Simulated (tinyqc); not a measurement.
Size effects in the resistivity of thin metal films and interconnect lines: one step, computed by the program tinyqc.

Electrons lose their drift at surfaces (a share 1 - p of the hits) and at grain boundaries (reflection R), besides bulk scattering.

Question. Surfaces. Fuchs-Sondheimer film: rho_b/rho = 1 - (3/(2 kappa))(1 - p) int_0^1 (s - s^3)(1 - exp(-kappa/s))/(1 - p exp(-kappa/s)) ds, f = rho/rho_b, kappa = thickness/lambda, 80 Gauss-Legendre points.

Inputs (values chosen for the exercise, modelled on nickel): bulk mean free path lambda = 5.76 nm; specularity p = 0.1; film thickness h = 64 nm.

Geometry: film.

Give: kappa = h/lambda; rho/rho_b from surfaces.

Answer.

kappa = h/lambda = 11.111

rho/rho_b from surfaces = 1.0313

The thick-film form 1 + 3 (1 - p)/(8 kappa) gives 1.030, a deviation of -0.1 %.
